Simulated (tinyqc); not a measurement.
Out-diffusion of a doped substrate or buried layer into a growing epitaxial film: one step, computed by the program tinyqc. Command: `OMP_NUM_THREADS=1 python tinyqc.py 3000380 3000381 out.jsonl buried walk`. One thread of a shared host (Intel(R) Xeon(R) Processor @ 2.30GHz), about 0.01 s of CPU time with the checks.

x is counted from the original substrate surface into the film, whose surface moves as x = v t. Substrate dopant has one diffusivity; the dopant of the film is taken as uniform.

Problem. Moving boundary against the simple erfc. For a surface that grows from dopant-free material and loses none by evaporation, with u = x/l and s = G - u: C/C_s = (1/2) [erfc(u) + (1 + 4 G (G + s)) exp(4 G s) erfc(G + s) - (4G/sqrt(pi)) exp(-u^2)]; for large G it tends to (1/2) erfc(u). Early in the growth G = sqrt(v x_s/(4 D)) for the thickness x_s reached so far; rows give C at the interface (u = 0) and at the surface (u = G).

Inputs (values chosen for the exercise, modelled on boron in silicon): substrate concentration C_s = 5.6e+19 1/cm^3; growth rate v = 1.2 um/min; growth temperature T = 1025 C.

Film doping: same type as the substrate.

diffusivity D = 2.224443e-14 cm^2/s

Give: The first stage of growth.

Solution.

The first stage of growth:
```
G     C/C_s at the interface  C at the surface (1/cm^3)  simple erfc there (1/cm^3)  ratio  thickness x_s (nm)
0.10                  0.8240                  4.444e+19                   2.485e+19  1.788           4.449e-03
0.25                  0.6797                  3.075e+19                   2.026e+19  1.518           2.781e-02
0.50                  0.5772                  1.567e+19                   1.343e+19  1.167           1.112e-01
0.75                  0.5381                  7.369e+18                   8.088e+18  0.911           2.502e-01
1.00                  0.5209                  3.180e+18                   4.404e+18  0.722           4.449e-01
1.50                  0.5079                  4.495e+17                   9.491e+17  0.474           1.001e+00
2.00                  0.5037                  4.288e+16                   1.310e+17  0.327           1.780e+00
2.50                  0.5020                  2.696e+15                   1.139e+16  0.237           2.781e+00
3.00                  0.5012                  1.098e+14                   6.185e+14  0.177           4.004e+00
```

Caution: rows with a thickness or a length l = x_s/G below about 1 nm are formal for a continuum model.
